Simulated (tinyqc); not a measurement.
Photoconductance decay in a wafer: bulk and surface recombination modes, and iron detection by pair splitting: one step, computed by the program tinyqc.

Both faces of the wafer have the same S; injection is low and all coefficients are constant. x runs from -W/2 to W/2.

Problem. Decay rates of the even modes. Even modes cos(a x) obey b tan b = S W/(2 D) with b = a W/2, odd modes sin(a x) obey -b cot b = S W/(2 D); each decays at the rate 1/tau_b + D a^2.

Inputs (values chosen for the exercise, modelled on p-type silicon): thickness W = 525 micrometre; diffusivity D = 21.3 cm^2/s; bulk lifetime tau_b without iron = 200 microsecond; surface recombination velocity S = 9100 cm/s.

Give: the table «The first four even modes: b, surface rate and decay time» with the columns b_n, surface rate D a^2 (1/s), decay time (microsecond), for n = 0, 1, 2, 3.

Solution.

The first four even modes: b, surface rate and decay time:
```
n     b_n  surface rate D a^2 (1/s)  decay time (microsecond)
0   1.443                6.4352e+04                    14.419
1   4.343                5.8302e+05                     1.701
2   7.278                1.6375e+06                     0.609
3  10.255                3.2507e+06                     0.307
```
